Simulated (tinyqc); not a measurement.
MESFET, gradual channel with velocity saturation: two steps of the calculation.

A uniformly doped n-type channel, depleted from the top by a Schottky gate; at channel potential V the depleted share of a is u = sqrt((Vbi - Vg + V)/Vp), s at the source. Electrons drift with v = mu E/(1 + mu E/vsat). Abrupt depletion edge, no series resistance, source at 0.

Inputs (values chosen for the exercise); material values close to those of gallium arsenide: temperature T = 293 K; relative permittivity of the semiconductor eps_r = 12.8; conduction-band density of states at T Nc = 4.28e17 cm^-3; donor density of the channel Nd = 6.8e16 cm^-3; channel thickness a = 270 nm; low-field mobility at this doping mu = 4800 cm^2/(V s); saturation velocity vsat = 1.1e7 cm/s; gate length L = 5 um; gate width W = 100 um; Schottky barrier phiB = 0.61 V; gate voltage Vg = -0.9 V.

Constants: q = 1.602176634e-19 C, kB = 1.380649e-23 J/K, Vt = kB T/q, eps0 = 8.8541878128e-14 F/cm where lengths are in cm. Results are converted to the units shown.

Problem 1. Built-in and pinch-off voltages. Vbi = phiB - Vt ln(Nc/Nd); Vp = q Nd a^2/(2 eps0 eps_r); G0 = q mu Nd a W/L; Z = mu Vp/(vsat L); s = sqrt((Vbi - Vg)/Vp). VT = Vbi - Vp.

Find: Vbi; Vp; VT; G0; Z; s.

Solution 1.

Vbi = 0.56355 V
Vp = 3.5040 V
VT = -2.9404 V
G0 = 28.239 mS
Z = 3.0580
s = 0.64629

Z = 3.06: velocity saturation dominates.

Problem 2. The saturation point by Newton steps. a is the channel (half-)thickness, Vp its pinch-off voltage and Z = mu Vp/(vsat L); an iterate with u > 1 is an overshoot, not a physical state. f = (1 - u)(1 + Z (u^2 - s^2)) - Z F/3, F = 3 (u^2 - s^2) - 2 (u^3 - s^3); f' = -(1 + Z (u^2 - s^2)); u(new) = u - f/f'.

u at the start = 0.646
Z = 3.0579944
s = 0.64628638

Find: f; f'; u after iteration 1.

Solution 2.

f = 0.35400
f' = -0.99887
u after iteration 1 = 1.0004

Program tinyqc, `OMP_NUM_THREADS=1 python tinyqc.py 2500035 2500036 out.jsonl`; Intel Xeon 2.30GHz, shared host, one thread, about 0.05 s.
